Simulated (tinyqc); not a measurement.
Crystal pulling from the melt: segregation, interface stability, heat balance and point-defect regime: one step, computed by the program tinyqc.

A dilute solute; steady pulling with a flat interface unless it is found unstable.

Task: Constitutional supercooling. Liquidus slope per concentration (van 't Hoff): |m| = k_B T_m^2 (1 - k0)/L. Solute gradient at the interface: G_C = (V/D) C_s (1 - k0)/k0. Constitutional supercooling sets in when |m| G_C > G_L. Critical C_s from the equality.

Inputs (values chosen for the exercise, modelled on germanium in silicon):
```
quantity                      value    unit
equilibrium coefficient k0     0.33       -
diffusivity in the melt D   0.00017  cm^2/s
pull rate V                    0.77  mm/min
gradient in the melt G_L        7.2    K/cm
latent heat per volume L       4150  J/cm^3
melting point T_m              1685       K
```

C_s = 4.747355e+17 1/cm^3

Constants: k_B = 1.380649e-23 J/K.

Give: |m|; |m| G_C; critical C_s; ratio |m| G_C/G_L.

Result:

|m| = 6.329e-21 K cm^3

|m| G_C = 0.04605 K/cm

critical C_s = 7.423e+19 1/cm^3

ratio |m| G_C/G_L = 0.006396

The interface is stable by this test, with a margin of 160.
